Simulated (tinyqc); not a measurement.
Reflectance at normal incidence against thickness.

Normal incidence on air, film (n1) and substrate (N2 = n2 - i k2): r01 = (1 - n1)/(1 + n1), r12 = (n1 - N2)/(n1 + N2), amplitude (r01 + r12 X)/(1 + r01 r12 X), X = exp(-4 pi i n1 d/lam), R its squared modulus, phase from 0 to 360 degrees.

Inputs (values chosen for the exercise): wavelength lam = 632.8 nm; index of the transparent film n1 = 2.06; index of the substrate n2 = 3.882; extinction coefficient of the substrate k2 = 0.019.

Results:
```
d (nm)   R (%)  phase of the reflected amplitude (degrees)
0        34.85                                       179.8
19       31.37                                       163.0
56       8.365                                       126.8
75      0.2561                                       153.8
94       6.240                                       236.0
112      19.07                                       218.5
131      30.10                                       200.0
150      34.74                                       183.0
```

Estimate the missing row, d = 38 nm.

Computed row:
```
d (nm)  R (%)  phase of the reflected amplitude (degrees)
38      21.31                                       144.8
```

With this row back in the table: R goes from 34.9 through a minimum of 0.256 (at d = 75 nm among the rows listed) to 34.7 %. At a quarter wave, d = 76.8 nm, R = 0.199 %; for a transparent substrate it would vanish for n1 = sqrt(n2) = 1.97.

Computed by the program tinyqc: `OMP_NUM_THREADS=1 python tinyqc.py 2870113 2870114 out.jsonl`, one thread of a shared Intel Xeon 2.30GHz, about 0.01 s for the whole run.
